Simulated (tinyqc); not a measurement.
# From temperature coefficient back to residual resistivity rho_0

Model: Bloch-Grueneisen resistivity of a metal. Computed by tinyqc, a small Python program. Command: `OMP_NUM_THREADS=1 python tinyqc.py 3002575 3002576 out.jsonl bg inv`. One thread of a shared host (Intel(R) Xeon(R) Processor @ 2.30GHz), about 0.01 s of CPU time with the checks.

Electrons scatter from a Debye spectrum of phonons (n = 5 for scattering within one band, n = 3 for scattering into a second, heavy band) and from static defects.

Inputs (values chosen for the exercise, modelled on nickel): exponent n = 3; Debye temperature Theta = 378 K; transport coupling lambda_tr = 0.23; Drude plasma energy hbar w_p = 5.9 eV; temperature T = 200 K; coefficient A of T^2 = 0.9 picoohm cm/K^2.

Addition: T^2 term.

Constants: k_B = 1.380649e-23 J/K; hbar = 1.054571817e-34 J s; eps_0 = 8.8541878128e-12 F/m; hbar = 6.582119569e-16 eV s; k_B = 8.617333262e-05 eV/K.

Method:
- J_n(y) = int_0^y x^n e^x/(e^x - 1)^2 dx, by 96 Gauss-Legendre points (upper limit at most 60).
- rho_ph = (n - 1) rho_1 (T/Theta)^n J_n(Theta/T), with rho_1 = 2 pi lambda_tr k_B Theta/(hbar eps_0 w_p^2), the high-temperature line at T = Theta.
- rho = rho_0 + A T^2 + rho_ph.
- Temperature coefficient (1/rho) d rho/dT by a central difference of +/- 0.5 K; residual ratio rho(295 K)/rho(4.2 K); scattering time tau = 1/(eps_0 w_p^2 rho); Wiedemann-Franz kappa = L_0 T/rho, L_0 = (pi^2/3)(k_B/e)^2.

Question. A run gave the result below. Find the residual resistivity rho_0, known to lie between 0.29 and 0.96 microohm cm.

temperature coefficient = 5.701659 1e-3/K

Answer.

Each step takes the trial c = (a f_b - b f_a)/(f_b - f_a), f being the result less the target and a, b, c the logarithms of the listed values; c replaces end b, the old b replaces a if the sign of f changed, and otherwise f_a is halved.

Scan of the range:
```
residual resistivity rho_0 (microohm cm)  temperature coefficient (1e-3/K)
0.290                                                              6.01777
0.354                                                              5.94078
0.432                                                              5.84958
0.528                                                              5.74109
0.644                                                              5.61526
0.786                                                              5.46853
0.960                                                              5.29887
```

False position (Illinois rule, in the logarithm of the input) inside the bracket:
```
step     end a     end b     trial  temperature coefficient (1e-3/K)
1     0.528000  0.644000  0.561904                           5.70373
2     0.644000  0.561904  0.563703                           5.70176
3     0.644000  0.563703  0.563886                           5.70156
4     0.563703  0.563886  0.563800                           5.70166
5     0.563886  0.563800  0.563800                           5.70166
```

Temperature coefficient falls at every point of a 13-point scan of the range (every second point is shown), so one value fits; it is bracketed by 0.528 and 0.644. Answer: residual resistivity rho_0 = 0.5638 microohm cm.

Caution: below about Theta/2 small-angle phonon scattering degrades heat flow more than charge flow, so a thermal conductivity taken from rho by the Wiedemann-Franz law would be too high.
